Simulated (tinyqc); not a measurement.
From single traps to 1/f noise.

7 half-filled traps with time constants tau_j = 6.6e-8 s times 10^(1 j), j = 0..6, each shift the threshold by a = 8.99 uV when filled and give the Lorentzian a^2 tau/(1 + (2 pi f tau)^2). For time constants spread evenly in ln tau the sum tends to a^2/(4 f ln(10^1)). slope = d ln S/d ln f.

From single traps to 1/f noise:
```
f (Hz)  S (uV^2/Hz)  1/f limit (uV^2/Hz)      slope  j of the largest term
0.01          5.927                877.5  -3.098e-5                      6
0.1           5.918                87.75  -0.003093                      6
1             5.143                8.775    -0.2601                      6
30           0.3021               0.2925     -1.073                      5
1000       0.008415             0.008775    -0.8984                      3
30000      3.053e-4             2.925e-4     -1.086                      2
1e6        7.827e-6             8.775e-6    -0.9665                      0
1e7        3.276e-7             8.775e-7     -1.902                      0
1e8        3.445e-9             8.775e-8     -1.999                      0
```

What does the table show?

Below the slowest trap (1/(2 pi tau) = 2.4 Hz) the spectrum is flat, slope 0.00 in the first row; above the fastest (2.4e6 Hz) the slope tends to -2 (-2.00 in the last row). In between, at 30, 1000 and 30000 Hz, the slopes are -1.07, -0.90 and -1.09, and S is 4.1 % below the 1/f limit at 1000 Hz.

Numbers from tinyqc (`OMP_NUM_THREADS=1 python tinyqc.py 2150149 2150150 out.jsonl`; about 0.01 s on one thread of a shared Intel Xeon 2.30GHz).
